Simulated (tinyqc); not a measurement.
What moves the results: parabolic quantum dot in a magnetic field (Fock-Darwin). A value that a table varies takes the place of the one given here.

Two dimensions, V = m w0^2 r^2/2, one valley. hbar wc = 2 muB B/m, W = sqrt(w0^2 + wc^2/4), E(n, l, s) = (2n + |l| + 1) hbar W - l hbar wc/2 + s gs muB B, n = 0, 1, ..., l = 0, +/-1, ..., s = +/-1/2; length lam = sqrt(2c/(m hbar W)), c = hbar^2/2m0.

Two electrons, first order in the Coulomb energy: the singlet (0,0)^2 has 2W + J0 and the lowest triplet (0,0)(0,1) has 3W - wc/2 + J0/2 - Ez, with J0 = sqrt(pi/2) q/(eps lam), q = e^2/(4 pi eps0), Ez = |gs| muB B.

Exact treatment: the centre of mass separates with energy W, and the relative motion obeys [-(2c/m) Laplacian + (2c/m) r^2/(2 lam^2)^2 + q/(eps r)] psi = e_l psi for angular number l, solved in 14 Gaussians r^l exp(-a r^2), a = 1.7^i/(4 lam^2), i = -3 to 10. E(S) = W + e_0, E(T) = W + e_1 - wc/2 - Ez.

Constants: muB = 5.788381798e-05 eV/T; hbar^2/2m0 = 3.80998211 eV angstrom^2; e^2/(4 pi eps0) = 14.39964547 eV angstrom.

Inputs chosen for the exercise (near those of a gate-defined dot in GaAs; the results hold for these values, not for the real material): m = 0.0648 m0 (mass); gs = -0.45 (g factor); w0 = 4.7 meV (confinement energy hbar w0); Bs = (0, 0.66, 1.3, 2.1, 3.2, 4.7, 6.8) T (fields); eps = 12.7 (dielectric constant); B = 0.51 T (magnetic field).

## Levels against field

Six orbital levels without the Zeeman term.

Levels (meV):
```
B (T)  (0,0)  (0,1)  (0,-1)   (0,2)   (1,0)   (0,3)
0      4.700  9.400   9.400  14.100  14.100  18.800
0.66   4.737  8.884  10.063  13.031  14.210  17.179
1.3    4.841  8.521  10.844  12.201  14.524  15.882
2.1    5.061  8.245  11.997  11.430  15.182  14.614
3.2    5.501  8.144  13.860  10.786  16.503  13.429
4.7    6.302  8.406  16.803  10.510  18.906  12.613
6.8    7.680  9.286  21.435  10.892  23.041  12.498
```

How do the results move?

(0,2) crosses (0,-1) where W = 3 wc/2, that is wc = w0/sqrt(2), B = 1.86 T, and (0,3) crosses it at W = wc, B = 3.04 T. States with n = 0 and l >= 0 draw together into the lowest Landau level: their spacing W - wc/2 shrinks from 4.70 to 1.61 meV, while (0,-1) climbs to 13.75 meV above (0,0).

## Singlet against triplet in a field

For each field, first order and exact.

Energies (meV):
```
B (T)      J0  W - wc/2     Ez  E(T) - E(S), first order  exact
0       8.984     4.700  0.000                     0.208   2.30
0.66    9.019     4.147  0.017                    -0.379   1.71
1.3     9.118     3.680  0.034                    -0.913   1.19
2.1     9.322     3.185  0.055                    -1.531   0.59
3.2     9.719     2.643  0.083                    -2.301  -0.14
4.7    10.403     2.104  0.122                    -3.220  -1.00
6.8    11.484     1.606  0.177                    -4.313  -2.01
```

What does this show, and why?

Exactly, the triplet drops below the singlet between 2.1 and 3.2 T. First order puts the crossing between 0 and 0.66 T; with J0/W = 1.91 at zero field it misses the splitting there by 2.09 meV. From the first row to the last the orbital cost falls by 3.09 meV, the Coulomb gain J0/2 (half direct, half exchange) grows by 1.25 meV and the Zeeman gain by 0.18 meV. States of higher angular number, which take over at higher fields, in soft dots already within such a table, are left out.

## What each parameter does

The two modes W +/- wc/2, lam and the exact E(T) - E(S), with q = e^2/(4 pi eps0) and Ez = |gs| muB B. Each row changes one parameter from the base and keeps the others.

Results:
```
case           upper mode (meV)  lower mode (meV)  lam (angstrom)  E(T) - E(S) (meV)
base                      5.178             4.266           157.8               1.84
B = 0.31 T                4.985             4.431           158.0               2.02
w0 = 3.76 meV             4.243             3.332           176.2               1.28
m = 0.0745 m0             5.113             4.320           147.3               1.82
gs = -0.68                5.178             4.266           157.8               1.84
eps = 10.8                5.178             4.266           157.8               1.65
```

What can be read from the table?

The largest shifts from the base row, up to three for each result and ties (the steps differ in size, so this ranks the rows, not the parameters). upper mode (meV): w0 -0.935, B -0.193, m -0.065; unchanged at the printed digits by gs and eps. lower mode (meV): w0 -0.935, B +0.165, m +0.054; unchanged at the printed digits by gs and eps. lam (angstrom): w0 +18.4, m -10.5, B +0.2; unchanged at the printed digits by gs and eps. E(T) - E(S) (meV): w0 -0.56, eps -0.19, B +0.18; unchanged at the printed digits by gs.

Computed by tinyqc, a small Python program: `OMP_NUM_THREADS=1 python tinyqc.py 1252217 1252218 out.jsonl` (the numbers bound the seed that draws the inputs); one thread of a shared host (Intel(R) Xeon(R) Processor @ 2.30GHz), about 0.1 s for the whole set of steps.
